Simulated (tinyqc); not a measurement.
Worked calculation: rapid thermal processing of a wafer: radiative balance, ramp and cooling, pattern effects, pyrometer error and spike budget. Computed by tinyqc, a small Python program that keeps every step. Command: `OMP_NUM_THREADS=1 python tinyqc.py 3112251 3112252 out.jsonl rtp walk`. One thread of a shared host (Intel(R) Xeon(R) Processor @ 2.30GHz), about 0.04 s of CPU time with the checks. Intermediate numbers are printed to about 6 digits and carried at full precision; extremes and crossings named in words are read from the listed rows.

The wafer is opaque and uniform through its thickness unless said otherwise; temperatures in formulas are in kelvin (C + 273.15). sigma = 5.670374419e-12 W/(cm^2 K^4).

Inputs (values chosen for the exercise, modelled on a hot silicon wafer):

| quantity | value | unit |
|---|---|---|
| wafer thickness d | 625 | micrometre |
| heat capacity per volume C | 2.11 | J/(cm^3 K) |
| thermal conductivity k | 0.28 | W/(cm K) |
| emissivity eps of each face | 0.69 | - |
| reflectivity of the chamber walls r | 0.15 | - |
| gas heat-transfer coefficient h, both faces together | 0.55 | mW/(cm^2 K) |
| wall temperature T_w | 300 | K |
| process temperature | 835 | C |
| starting temperature | 550 | C |
| ramp rate | 29 | K/s |
| relative change of absorptivity over a pattern | 6.4 | % |
| period of the pattern | 11 | mm |
| pyrometer wavelength | 0.9 | micrometre |
| error of the assumed emissivity | 6.6 | % |
| activation energy of the process E_a | 4 | eV |

Constants: k_B = 8.617333262e-05 eV/K; h = 6.62607015e-34 J s; c = 299792458 m/s; k_B = 1.380649e-23 J/K.

## Power to hold and to ramp

Effective emissivity between parallel grey plates: eps_eff = 1/(1/eps + 1/(1 - r) - 1). Loss per area q(T) = 2 eps_eff sigma (T^4 - T_w^4) + h (T - T_w). Absorbed power during a ramp = q(T) + C d x ramp rate; thermal time constant tau = C d/(dq/dT), dq/dT = 8 eps_eff sigma T^3 + h; natural cooling rate q/(C d); front-to-back difference under one-sided heating at the end of the ramp = (absorbed power) d/(2 k).

eps_eff = 0.615102

holding power q = 10.9072 W/cm^2

power at the end of the ramp = 14.7316 W/cm^2

dq/dT = 38.5204 mW/(cm^2 K)

time constant tau = 3.42351 s

natural cooling rate = 82.7086 K/s

front-to-back difference = 1.64415 K

Radiation carries 96 % of the loss. The ramp needs 1.4 times the holding power.

## Cooling curve

Cooling with the lamps off: C d dT/dt = -q(T), integrated adaptively (relative tolerance 1e-10).

Lamps off at t = 0:

| t (s) | T (C) | cooling rate (K/s) |
|---|---|---|
| 0.34 | 808.199 | 75.1555 |
| 0.68 | 783.766 | 68.7352 |
| 1.40 | 738.367 | 57.9148 |
| 2.40 | 686.174 | 47.1223 |
| 3.40 | 643.102 | 39.4226 |
| 5.10 | 584.252 | 30.4830 |
| 8.60 | 497.683 | 20.2105 |
| 14.00 | 411.258 | 12.7809 |

The rate falls from 82.7 K/s at t = 0 to 12.8 K/s in the last row.

## Thermal budget of a spike

Spike anneal: linear ramp to the peak, then lamps off. Equivalent time at the peak = int exp(-(E_a/k_B)(1/T - 1/T_peak)) dt; estimate (k_B T^2/E_a)(1/ramp rate + 1/cooling rate). The ramp part uses 4000 trapezoid steps, the cooling part 4000 steps over 4 tau. Time within 50 K of the peak from the same curves.

equivalent time, ramp = 0.871543 s

equivalent time, cooling = 0.334759 s

equivalent time, total = 1.20630 s

estimate = 1.23211 s

time within 50 K of the peak = 2.38623 s

Cooling supplies 28 % of the budget.

## What a faster ramp buys

The formulas are those given above.

Against the ramp rate:

| ramp (K/s) | ramp part (s) | cooling part (s) | total (s) | power at the peak (W/cm^2) |
|---|---|---|---|---|
| 10 | 2.52747 | 0.334759 | 2.86223 | 12.226 |
| 25 | 1.01099 | 0.334759 | 1.34575 | 14.204 |
| 50 | 0.50549 | 0.334759 | 0.84025 | 17.501 |
| 100 | 0.25275 | 0.334759 | 0.58751 | 24.095 |
| 250 | 0.10110 | 0.334759 | 0.43586 | 43.876 |
| 500 | 0.05055 | 0.334759 | 0.38531 | 76.845 |
| 1000 | 0.02527 | 0.334759 | 0.36003 | 142.782 |

From 10 to 100 K/s the total falls by a factor 4.9, from 100 to 1000 K/s by 1.63: the cooling part, 0.335 s, is a floor, and the natural cooling rate here is 82.7 K/s.

## Pattern effect

At steady state a sinusoidal change of absorbed power of relative amplitude a and period p gives the temperature amplitude a q/(dq/dT + k d (2 pi/p)^2); healing length l = sqrt(k d/(dq/dT)); process change = E_a dT/(k_B T^2). Emissivity is taken as unchanged.

healing length l = 6.74022 mm

amplitude without lateral conduction = 18.1219 K

amplitude = 1.14532 K

change of the process rate = 4.32929 %

Lateral conduction cuts the amplitude to 6.3 %, since p/(2 pi l) = 0.26.

## Pyrometer error

Signal proportional to eps/(exp(c2/(lambda T)) - 1), c2 = h c/k_B. If the assumed emissivity is too high by the given error, the reading T' solves (1 + error)/(exp(c2/(lambda T')) - 1) = 1/(exp(c2/(lambda T)) - 1). Wien estimate: T' - T = -lambda T^2 ln(1 + error)/c2. Process rates go as exp(-E_a/(k_B T)).

c2 = 14387.8 micrometre K

c2/(lambda T) = 14.4262

reading less true temperature = -4.88785 K

Wien estimate = -4.90950 K

rate at T over rate at T', less 1 = 20.3915 %

Checks made by the program: cooling time against quadrature of C d dT/q (relative difference 3e-08).
